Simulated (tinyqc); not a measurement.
# Undoped symmetric double-gate MOSFET, analytic potential model: effect of the temperature

An undoped body of thickness ts between two equal insulators and tied gates; long channel, electrons only, n = ni exp((psi - V)/Vt) with V the quasi-Fermi potential (0 at the source, Vd at the drain), constant mobility, no quantisation. Across the body psi(x) = V - 2 Vt ln[(ts/(2 beta)) sqrt(q ni/(2 eps0 eps_r Vt)) cos(2 beta x/ts)], x from the centre. Q is the electron charge per area of the whole body.

Nc and Nv are given at 250 K and scale as (T/250 K)^1.5; Eg and mu are held fixed. ni = sqrt(Nc Nv) exp(-Eg/(2 Vt)), Eg in volts; r = eps_r tox/(eox ts); V0 = dphi + 2 Vt ln[(2/ts) sqrt(2 eps0 eps_r Vt/(q ni))]. beta (between 0 and pi/2) solves (Vg - V0 - V)/(2 Vt) = ln(beta) - ln(cos beta) + 2 r beta tan(beta). Q = 8 eps0 eps_r Vt beta tan(beta)/ts; I = mu (1/L)(4 eps0 eps_r/ts)(2 Vt)^2 [g(beta_s) - g(beta_d)] per width, g = beta tan(beta) - beta^2/2 + r beta^2 tan^2(beta), with beta_s at V = 0 and beta_d at V = Vd.  I(low) is taken at Vg = 0.34 V, Qs and I(high) at Vg = 1.09 V.

Inputs (values chosen for the exercise); material values those of a made-up semiconductor:
```
symbol,value,unit,meaning
Eg,1.32,eV,band gap
eps_r,9.89,,relative permittivity of the semiconductor
Nc,2.57e19,cm^-3,conduction-band density of states at the reference temperature
Nv,1.55e19,cm^-3,valence-band density of states at the reference temperature
eox,7.22,,relative permittivity of the gate insulator
tox,1.5,nm,insulator thickness
ts,12,nm,body thickness
dphi,0,V,gate work function less that of the intrinsic body
mu,370,cm^2/(V s),channel mobility
L,0.2,um,gate length
Vd,0.05,V,drain voltage
```

Constants: q = 1.602176634e-19 C, kB = 1.380649e-23 J/K, Vt = kB T/q, eps0 = 8.8541878128e-14 F/cm where lengths are in cm. Results are converted to the units shown.

Result of one run:

| T (K) | V0 (V) | I(low) (nA/um) | Qs(high) (nC/cm^2) | I(high) (uA/um) |
|---|---|---|---|---|
| 370 | 0.5448 | 14.10 | 3114 | 271.3 |

What becomes of these results when the temperature T is changed from 370 to 220 K, all else the same?

Result of the changed run:

| T (K) | V0 (V) | I(low) (nA/um) | Qs(high) (nC/cm^2) | I(high) (uA/um) |
|---|---|---|---|---|
| 220 | 0.5964 | 0.004818 | 3127 | 271.4 |

The whole series:

| T (K) | V0 (V) | I(low) (nA/um) | Qs(high) (nC/cm^2) | I(high) (uA/um) |
|---|---|---|---|---|
| 220 | 0.5964 | 0.004818 | 3127 | 271.4 |
| 250 | 0.5864 | 0.04883 | 3114 | 270.4 |
| 280 | 0.5762 | 0.3086 | 3106 | 270.0 |
| 310 | 0.5658 | 1.390 | 3105 | 270.1 |
| 340 | 0.5553 | 4.873 | 3107 | 270.5 |
| 370 | 0.5448 | 14.10 | 3114 | 271.3 |
| 400 | 0.5341 | 35.13 | 3124 | 272.5 |
| 430 | 0.5233 | 77.58 | 3138 | 273.9 |

As T goes from 220 to 430 K, I(low) rises from 0.00482 to 77.6 nA/um and I(high) goes from 271 through a minimum of 270 (at T = 280 K among the rows listed) to 274 uA/um. V0 falls from 0.596 to 0.523 V. In every row the surface density at the source at the higher gate voltage passes 0.3 Nc, where Boltzmann statistics fail. In every row the mobility is held fixed, though a real one changes with T.

Computed by the program tinyqc: `OMP_NUM_THREADS=1 python tinyqc.py 2440044 2440045 out.jsonl`, one thread of a shared Intel Xeon 2.30GHz, about 0.01 s for the whole run.
